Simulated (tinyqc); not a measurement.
A log to judge: single-domain magnet: Stoner-Wohlfarth switching, Neel-Arrhenius retention, LLG dynamics and spin torque. Computed by tinyqc. Command: `OMP_NUM_THREADS=1 python tinyqc.py 3017656 3017657 out.jsonl macro walk`. One thread of a shared host (Intel(R) Xeon(R) Processor @ 2.30GHz), about 0.09 s of CPU time with the checks.

The moment is uniform, with unit vector m; z is the easy axis. mu_0 = 1.25663706212e-6 T m/A, gamma = 1.76085963023e11 rad/(s T).

Inputs (values chosen for the exercise, for a model magnet):
```
quantity                        value    unit
saturation magnetisation M_s      836    kA/m
diameter d                         28      nm
thickness t                       1.2      nm
interface anisotropy K_i        0.714  mJ/m^2
bulk anisotropy K_u                52  kJ/m^3
exchange stiffness A               23    pJ/m
temperature T                     450       K
attempt frequency f0                1     GHz
waiting time t_w                    1       s
damping alpha                   0.011       -
spin-torque efficiency eta       0.35       -
drive I/I_c0                        2       -
time step times gamma mu_0 H_K    0.6       -
```

Shape: thin disc, easy axis normal to it.

Constants: k_B = 1.380649e-23 J/K; e = 1.602176634e-19 C; hbar = 1.054571817e-34 J s.

Method:
- The disc is treated as an oblate spheroid with p = t/d: N_z = [1 - p arccos(p)/sqrt(1 - p^2)]/(1 - p^2); V = pi d^2 t/4; K_eff = K_u + K_i/t + K_shape, K_shape = -(mu_0 M_s^2/4)(3 N_z - 1); mu_0 H_K = 2 K_eff/M_s.
- Delta = K_eff V/(k_B T); tau = exp(Delta)/f0; probability of a flip within t_w: P = 1 - exp(-t_w/tau). Wall width parameter sqrt(A/K_eff); a two-domain state costs 4 sqrt(A K_eff) times the cross-section that the wall cuts (d t).
- For axial symmetry and a polariser along z: I_c0 = (4 e alpha/(hbar eta)) K_eff V; relaxation time tau_D = (1 + alpha^2)/(alpha gamma mu_0 H_K); thermal start angle theta_0 = 1/sqrt(2 Delta); switching time about tau_D ln(pi/(2 theta_0))/(I/I_c0 - 1); precession frequency gamma mu_0 H_K/(2 pi (1 + alpha^2)).
- The polar equation dm_z/dt = -(1 - m_z^2)(i - m_z)/tau_D, i = I/I_c0, integrates to t = tau_D [F(cos theta_0) - F(0)], F(z) = -ln(1 - z)/(2 (i - 1)) + ln(1 + z)/(2 (i + 1)) + ln(i - z)/(i^2 - 1), theta_0 = 1/sqrt(2 Delta).
- In the time s = gamma mu_0 H_K t: (1 + alpha^2) dm/ds = -m x b - alpha m x (m x b) + a [m x (m x z) - alpha m x z], b = m_z z, a = alpha I/I_c0; Heun steps (Euler predictor, mean of the two slopes) without renormalising; start m = (sin theta_0, 0, cos theta_0), theta_0 = 1/sqrt(2 Delta).
- Run until m_z <= 0 (time by linear interpolation), |m|^2 leaves 1 by more than 1, or three exact times have passed; the run counts as sound if the time is within 3 % of the exact one.

Every few steps:
```
step    t (ns)       m_x       m_y        m_z      |m|
0     0.000000   0.12934   0.00000   0.991600  1.00000
34    0.193775  -0.19077   0.20481   0.981078  1.02022
68    0.387549  -0.34556  -0.46092   0.933213  1.09670
102   0.581324  -0.94529  -0.31890   0.750146  1.24819
136   0.775098  -0.76386   1.02674   0.279794  1.30995
150   0.854888  -1.27455  -0.30521  -0.012693  1.31064
```

Can the last value be used, and what does the course show?

No. The time is 0.43 of the exact one and |m| drifts by 0.31: Heun steps inflate the precession cone by about dt^4/8 a step, a false growth rate of dt^3/8 = 0.027 beside the true alpha (I/I_c0 - 1) = 0.011. Reruns converge with time step times gamma mu_0 H_K = 0.04. Reruns still fail with time step times gamma mu_0 H_K = 0.4.
